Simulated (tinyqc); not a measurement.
Hueckel theory of the pi electrons, for the molecule [CH2]c1ccccc1 (SMILES; centres numbered as the heavy atoms are written), step by step. Computed by tinyqc, a small Python program that keeps every step. Settings: charge = 0. Command: `OMP_NUM_THREADS=1 python tinyqc.py 22990 22991 out.jsonl` (the two numbers bound the seeds that draw the settings). One thread of a shared host (Intel(R) Xeon(R) Processor @ 2.60GHz), about 0.01 s of CPU time with the checks.

## The Hueckel matrix

Centres:
```
centre,"z_r, pi electrons of the neutral centre",h
1C,1,0.00000
2C,1,0.00000
3C,1,0.00000
4C,1,0.00000
5C,1,0.00000
6C,1,0.00000
7C,1,0.00000
```

Bonds:
```
i,j,k
1,2,1
2,3,1
3,4,1
4,5,1
5,6,1
6,7,1
7,2,1
```

H_rr = alpha + h_r beta, H_rs = k_rs beta for bonded centres.

Hueckel matrix in units of beta (H = alpha + beta A), lower triangle:
```
,1C,2C,3C,4C,5C,6C,7C
1C,0.00000
2C,1.00000,0.00000
3C,0.00000,1.00000,0.00000
4C,0.00000,0.00000,1.00000,0.00000
5C,0.00000,0.00000,0.00000,1.00000,0.00000
6C,0.00000,0.00000,0.00000,0.00000,1.00000,0.00000
7C,0.00000,1.00000,0.00000,0.00000,0.00000,1.00000,0.00000
```

## Orbitals

pi electrons, sum of z_r less the charge = 7

Diagonalise; E = alpha + x beta with beta < 0, so the largest x are filled first; degenerate levels share their electrons. P = sum n_i c_ri c_si; each orbital has its largest coefficient positive (the first on a tie).

x values: 2.10100  1.25928  1.00000  0.00000  -1.00000  -1.25928  -2.10100

occupations: 2.00000  2.00000  2.00000  1.00000  0.00000  0.00000  0.00000

coefficients:
```
,MO1,MO2,MO3,MO4,MO5,MO6,MO7
1C,0.23798,-0.39705,0.00000,0.75593,0.00000,-0.39705,-0.23798
2C,0.50000,-0.50000,0.00000,0.00000,0.00000,0.50000,0.50000
3C,0.40626,-0.11629,0.50000,-0.37796,0.50000,-0.11629,-0.40626
4C,0.35355,0.35355,0.50000,0.00000,-0.50000,-0.35355,0.35355
5C,0.33656,0.56152,0.00000,0.37796,0.00000,0.56152,-0.33656
6C,0.35355,0.35355,-0.50000,0.00000,0.50000,-0.35355,0.35355
7C,0.40626,-0.11629,-0.50000,-0.37796,-0.50000,-0.11629,-0.40626
```

charge and bond-order matrix P, lower triangle:
```
,1C,2C,3C,4C,5C,6C,7C
1C,1.00000
2C,0.63503,1.00000
3C,0.00000,0.52255,1.00000
4C,-0.11248,0.00000,0.70504,1.00000
5C,0.00000,-0.22496,0.00000,0.63503,1.00000
6C,-0.11248,0.00000,-0.29496,0.00000,0.63503,1.00000
7C,0.00000,0.52255,0.00000,-0.29496,0.00000,0.70504,1.00000
```

## Energy, charges, bond orders

E = sum n x; q_r = z_r - P_rr; bond order p = P_rs; free valence = sqrt(3) - sum of p over the bonds of the atom.

pi energy = 7 alpha + this times beta = 8.72057

pi charges: 1C 0.00000, 2C 0.00000, 3C 0.00000, 4C 0.00000, 5C 0.00000, 6C 0.00000, 7C 0.00000

Bond orders and lengths from R = 1.517 - 0.180 p (angstrom, C-C alone):
```
bond,p,R
1-2,0.63503,1.40269
2-3,0.52255,1.42294
3-4,0.70504,1.39009
4-5,0.63503,1.40269
5-6,0.63503,1.40269
6-7,0.70504,1.39009
7-2,0.52255,1.42294
```

free valence of the carbons: 1C 1.09702, 2C 0.05191, 3C 0.50446, 4C 0.39198, 5C 0.46198, 6C 0.39198, 7C 0.50446

gap between the highest filled and the next level = 1.00000 |beta|
